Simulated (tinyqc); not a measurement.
Charge control and current of a heterostructure field-effect transistor: one step, computed by the program tinyqc. Command: `OMP_NUM_THREADS=1 python tinyqc.py 3025229 3025230 out.jsonl hemt walk`. One thread of a shared host (Intel(R) Xeon(R) Processor @ 2.30GHz), about 0.01 s of CPU time with the checks.

Two subbands in a triangular well; E_F is counted from the conduction band edge of the channel at the interface.

Task: Saturation current. With V = e n_s/C_g and V_c = v_s L/mu: for v = mu F/(1 + mu F/v_s), V_Dsat = V_c (sqrt(1 + 2V/V_c) - 1) and I/W = C_g v_s (V - V_Dsat); g_m = dI/dV; extrinsic g_m/(1 + g_m R_S); f_T = g_m/(2 pi C_g L).

Inputs (values chosen for the exercise, modelled on AlGaN/GaN):
```
quantity                 value        unit
mobility mu               1700  cm^2/(V s)
saturation velocity v_s    1.1    1e7 cm/s
gate length L               53          nm
source resistance R_S     0.39      ohm mm
temperature T               77           K
```

Charge source: polarisation. Velocity law: smooth.

sheet density n_s = 1.361231e+13 1/cm^2

gate capacitance C_g = 0.5706412 microfarad/cm^2

Constants: e = 1.602176634e-19 C.

Give: V; V_c; V_Dsat; saturation current I/W; intrinsic g_m; extrinsic g_m; intrinsic f_T.

Result:

V = 3.822 V

V_c = 0.03429 V

V_Dsat = 0.4788 V

saturation current I/W = 2098 mA/mm

intrinsic g_m = 585.8 mS/mm

extrinsic g_m = 476.8 mS/mm

intrinsic f_T = 308.2 GHz

V/V_c = 111.44: velocity saturation rules; I is 87 % of e n_s v_s = 2400 mA/mm.
